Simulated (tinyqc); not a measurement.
## Access strength from the read disturbance

Question. Transistor (EKV form, voltages against the body): I = 2 n b Vt^2 [F(vp - Vs) - F(vp - Vd)] from drain to source, F(v) = ln^2(1 + exp(v/(2 Vt))), vp = (Vg - VT + sg |Vd - Vs|)/n. n-channel bodies are at 0; for the p-channel device all voltages are counted down from Vdd. b in uA/V^2 gives I in uA. In an SRAM read the low node Q obeys In(gate QB, drain Q) = Ip(gate QB, drain Q) + Ia, where the access transistor (threshold VTn) has its gate and drain at Vdd and its source at Q. Find Ia, ba and the cell ratio bn/ba.

Parameters, values chosen for the exercise: temperature T = 325 K; supply voltage Vdd = 1.2 V; slope factor n = 1.45; drain-induced barrier lowering sg = 0.029; n-channel threshold VTn = 0.25 V; p-channel threshold (magnitude) VTp = 0.42 V; gain factor of the pull-down transistor bn = 750 uA/V^2; gain factor of the pull-up transistor bp = 390 uA/V^2.

Constants: q = 1.602176634e-19 C, kB = 1.380649e-23 J/K, Vt = kB T/q. Results are converted to the units shown.

Q and QB in the read (V): 0.10752018  1.1996390

Solution. The node equation gives Ia, which is proportional to ba.

Ia = 70.54 uA
ba = 300.0 uA/V^2
cell ratio = 2.500

Computed by the program tinyqc: `OMP_NUM_THREADS=1 python tinyqc.py 2340172 2340173 out.jsonl`, one thread of a shared Intel Xeon 2.30GHz, about 0.2 s for the whole run.
